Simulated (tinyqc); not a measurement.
Sub-threshold conduction and electro-thermal threshold of an amorphous chalcogenide: one step of the calculation.

Trap-limited conduction: I = I0 exp(-Ea/kB T) sinh(q V dz/(2 ua kB T)), I0 = 2 q A Nt dz/ta. One lumped temperature T = T0 + Rt I V. The threshold is the largest V for which a steady state exists on the low-current branch.

Task. Isothermal quantities. I0, the low-field resistance 2 ua kB T0 exp(Ea/kB T0)/(q dz I0), the slope voltage V0 = 2 ua kB T0/(q dz), and I at V without heating.

Values chosen for this exercise; values of the order of Ge-Sb-Te and related chalcogenides:
```
symbol,value,unit,meaning
T0,300,K,ambient temperature
A,1100,nm^2,cross-section
ua,31,nm,amorphous thickness
dz,7.5,nm,distance between traps
Ea,0.3,eV,activation energy
Nt,4e19,cm^-3,trap density
ta,1e-15,s,attempt time
V,0.615,V,voltage across the amorphous layer
```

Constants: q = 1.602176634e-19 C, kB = 1.380649e-23 J/K. Results are converted to the units shown.

Give: I0; low-field resistance; V0; I without heating.

Result.

I0 = 105.74 mA
low-field resistance = 0.22149 Mohm
V0 = 0.21371 V
I without heating = 8.5478 uA

Range of the model: Purely electronic switching mechanisms, filaments and series resistance are left out.

tinyqc, about 0.01 s, one thread, Intel Xeon 2.30GHz (shared host): `OMP_NUM_THREADS=1 python tinyqc.py 2490049 2490050 out.jsonl`
